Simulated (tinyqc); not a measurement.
## Cap thickness from the capacitance plateau

Problem. With only the buried channel on, 1/C = 1/Cox + (tc + zc)/(eps0 eps_r), Cox = eps0 eox/tox. Find tc and the oxide-equivalent thickness 3.9 eps0/C.

Values chosen for this exercise; band and dielectric values close to those of silicon:
```
symbol,value,unit,meaning
eps_r,11.5,,relative permittivity
eox,21.4,,relative permittivity of the gate insulator (close to hafnium oxide)
tox,8.1,nm,insulator thickness
zc,0.8,nm,depth of the hole centroid below the top of the SiGe
```

Constants: eps0 = 8.8541878128e-14 F/cm where lengths are in cm. Results are converted to the units shown.

plateau of C/Cox with only the buried channel on = 0.39741457

Answer. The cap and the centroid act as a second capacitor in series with the insulator.

tc = 5.80 nm
equivalent thickness = 3.71 nm

Program tinyqc, `OMP_NUM_THREADS=1 python tinyqc.py 2042124 2042125 out.jsonl`; Intel Xeon 2.30GHz, shared host, one thread, about 0.03 s.
